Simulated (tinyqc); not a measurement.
Shift against diffusion length: interdiffusion of a quantum well during annealing: blurred potential and shift of the confined levels. Computed by tinyqc, a small Python program. Command: `OMP_NUM_THREADS=1 python tinyqc.py 3023337 3023338 out.jsonl qwi walk`. One thread of a shared host (Intel(R) Xeon(R) Processor @ 2.30GHz), about 0.07 s of CPU time with the checks.

A square well of width w is blurred by Fick diffusion with a constant coefficient; band offsets are linear in composition, masses are uniform, and strain and excitons are ignored.

Inputs (values chosen for the exercise, modelled on InGaAs in InP):

| quantity | value | unit |
|---|---|---|
| well width w | 4.3 | nm |
| electron mass m_e | 0.0404 | m_0 |
| hole mass m_h | 0.387 | m_0 |
| conduction offset V_c | 0.19 | eV |
| valence offset V_v | 0.31 | eV |

Constants: hbar^2/(2 m_0) = 3.80998212 eV angstrom^2.

Method:
- Square well, ground state: take the lowest root of k tan(k w/2) = kappa, k^2 = E/c, kappa^2 = (V - E)/c, c = hbar^2/(2m) with hbar^2/(2 m_0) in eV angstrom^2.
- With L = sqrt(D t) and the share at the centre erf(w/(4L)). After the anneal: V(z) = V {1 - (1/2)[erf((w/2 - z)/(2L)) + erf((w/2 + z)/(2L))]}, energies counted from the original well bottom. Finite differences on 3000 points over |z| < w/2 + 6L + 25 nm; shifts are taken against the same grid with cell-averaged square steps.
- First-order estimate for small L: the shift is 2 L^2 V |d(psi^2)/dz| at an edge, with psi the normalised square-well state: psi^2 = cos^2(k z)/(w/2 + 1/kappa) inside, so |d(psi^2)/dz| = k sin(k w)/(w/2 + 1/kappa).

electron level before the anneal = 106.755 meV

hole level before the anneal = 32.7378 meV

Shifts (meV):

| L/w | L (nm) | share at the centre | electron | hole | sum | first-order sum |
|---|---|---|---|---|---|---|
| 0.02 | 0.086 | 1 | 0.164 | 0.546 | 0.71 | 0.76204 |
| 0.04 | 0.172 | 1 | 0.637 | 2.067 | 2.705 | 3.0481 |
| 0.07 | 0.301 | 1.00000 | 1.854 | 5.992 | 7.846 | 9.3349 |
| 0.1 | 0.43 | 0.99959 | 3.581 | 11.901 | 15.482 | 19.051 |
| 0.15 | 0.645 | 0.98158 | 7.28 | 26.304 | 33.584 | 42.865 |
| 0.2 | 0.86 | 0.92290 | 11.546 | 45.109 | 56.655 | 76.204 |
| 0.3 | 1.29 | 0.76141 | 20.141 | 84.511 | 104.652 | 171.46 |
| 0.45 | 1.935 | 0.56794 | 30.822 | 129.854 | 160.675 | 385.78 |
| 0.7 | 3.01 | 0.38649 | 42.778 | 173.793 | 216.571 | 933.49 |
| 1 | 4.3 | 0.27633 | 51.489 | 201.58 | 253.068 | 1905.1 |

What does the comparison show, and why?

The sum grows as L^1.93 between the first rows (L^2, linear in time, in first order) and as L^0.44 between the last, as it bends towards the limit V_c + V_v less the original levels, 360.5 meV. The first-order form is off by +7 % in the first row and +23 % at L/w = 0.1; it needs L well below the decay length 1/kappa. At L/w = 0.2 the hole level has moved by the larger share of its offset (14.6 % for the hole, 6.1 % for the electron). Caution: the well mass is used in the barriers too; a heavier barrier mass would lower these levels.
